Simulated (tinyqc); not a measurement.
Vacuum evaporation: vapour pressure, source flux, thickness distribution, purity and step coverage. From non-uniformity (max - min)/(max + min) back to source-to-wafer distance h. Computed by tinyqc, a small Python program. Command: `OMP_NUM_THREADS=1 python tinyqc.py 3112832 3112833 out.jsonl evap inv`. One thread of a shared host (Intel(R) Xeon(R) Processor @ 2.30GHz), about 0.02 s of CPU time with the checks.

Molecular flow, unit sticking of the metal, no re-evaporation. The background gas is taken as water vapour (18.015 g/mol, collision diameter 0.37 nm) at 300 K.

Inputs (values chosen for the exercise, modelled on titanium, with constants for the liquid):
```
quantity,value,unit
molar mass M,47.87,g/mol
film density rho,4.51,g/cm^3
vapour-pressure constant A,11.39,-
vapour-pressure constant B,22730,K
source temperature T,2230,K
source area,4.9,cm^2
directionality n,1,-
wafer radius R,15,cm
```

Constants: u = 1.6605390666e-27 kg; k_B = 1.380649e-23 J/K; R = 8.314462618 J/(mol K).

Method:
- log10(p_v/Pa) = A - B/T; flux from the surface Phi = p_v/sqrt(2 pi m k_B T), m = M u.
- Mass loss = Phi x area x m; heat of evaporation = ln(10) R B; d ln Phi/dT = ln(10) B/T^2 - 1/(2 T).
- A small source emits (n + 1) Phi area cos^n(phi)/(2 pi) per solid angle; on a parallel plane at height h and lateral distance l the arrival rate is (n + 1) Phi area/(2 pi h^2) x (1 + (l/h)^2)^(-(n + 3)/2). Growth rate = arrival rate x m/rho, m = M u. The wafer is fixed and centred above the source.

Question. A run gave the result below. Find the source-to-wafer distance h, known to lie between 32 and 99 cm.

non-uniformity (max - min)/(max + min) = 8.428482 %

Answer.

Each step takes the trial c = (a f_b - b f_a)/(f_b - f_a), f being the result less the target and a, b, c the logarithms of the listed values; c replaces end b, the old b replaces a if the sign of f changed, and otherwise f_a is halved.

Scan of the range:
```
source-to-wafer distance h (cm),non-uniformity (max - min)/(max + min) (%)
32.0,19.6055
38.6,13.9720
46.6,9.8270
56.3,6.8471
67.9,4.7613
82.0,3.2903
99.0,2.2693
```

False position (Illinois rule, in the logarithm of the input) inside the bracket:
```
step,end a,end b,trial,non-uniformity (max - min)/(max + min) (%)
1,46.6000,56.3000,50.9247,8.30105
2,46.6000,50.9247,50.2328,8.52068
3,50.9247,50.2328,50.5221,8.42782
4,50.2328,50.5221,50.5200,8.42848
5,50.2328,50.5200,50.5200,8.42849
6,50.5200,50.5200,50.5200,8.42848
```

Non-uniformity (max - min)/(max + min) falls at every point of a 13-point scan of the range (every second point is shown), so one value fits; it is bracketed by 46.6 and 56.3. Answer: source-to-wafer distance h = 50.52 cm.
